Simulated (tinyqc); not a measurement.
One-sided p+-n junction, ionisation integral and breakdown: one step of the calculation.

A p+ layer at x < 0 and an n drift layer from x = 0. Depletion approximation, built-in voltage neglected. Local ionisation coefficients alpha_n = an exp(-(bn/E)^mx), alpha_p = ap exp(-(bp/E)^mx). Electrons move towards +x, holes towards x = 0.

Problem. Field and ionisation coefficients on a grid. W = sqrt(2 eps0 eps_r V/(q N)), peak field E0 = q N W/(eps0 eps_r), falling linearly to 0 at W. Grid: 14 equal steps from 0 to fr W.

Inputs (values chosen for the exercise); material values close to those of silicon:

| symbol | value | unit | meaning |
|---|---|---|---|
| eps_r | 11.8 |  | relative permittivity |
| an | 7.03e5 | 1/cm | prefactor of the electron ionisation coefficient |
| bn | 1.26e6 | V/cm | field constant for electrons |
| ap | 1.54e6 | 1/cm | prefactor of the hole ionisation coefficient |
| bp | 1.97e6 | V/cm | field constant for holes |
| mx | 1 |  | exponent |
| N | 4.7e15 | cm^-3 | donor density of the drift layer |
| V | 70.6 | V | reverse voltage |
| fr | 0.5 |  | share of the depleted width that the grid covers |

Constants: q = 1.602176634e-19 C, eps0 = 8.8541878128e-14 F/cm where lengths are in cm. Results are converted to the units shown.

Wanted: W; x; E; alpha_n; alpha_p.

Solution.

W = 4.426 um

```
point  x (um)  E (kV/cm)  alpha_n (1/cm)  alpha_p (1/cm)
0       0.000      319.0         1.354e4            3203
1       0.158      307.6         1.170e4            2548
2       0.316      296.2            9992            1992
3       0.474      284.8            8429            1527
4       0.632      273.4            7010            1145
5       0.790      262.0            5737           836.7
6       0.948      250.7            4611           594.5
7       1.107      239.3            3629           408.9
8       1.265      227.9            2789           270.9
9       1.423      216.5            2085           171.9
10      1.581      205.1            1509           103.7
11      1.739      193.7            1051           58.92
12      1.897      182.3           700.0           31.20
13      2.055      170.9           441.6           15.18
14      2.213      159.5           260.8           6.663
```

tinyqc, about 0.05 s, one thread, Intel Xeon 2.30GHz (shared host): `OMP_NUM_THREADS=1 python tinyqc.py 2120114 2120115 out.jsonl`
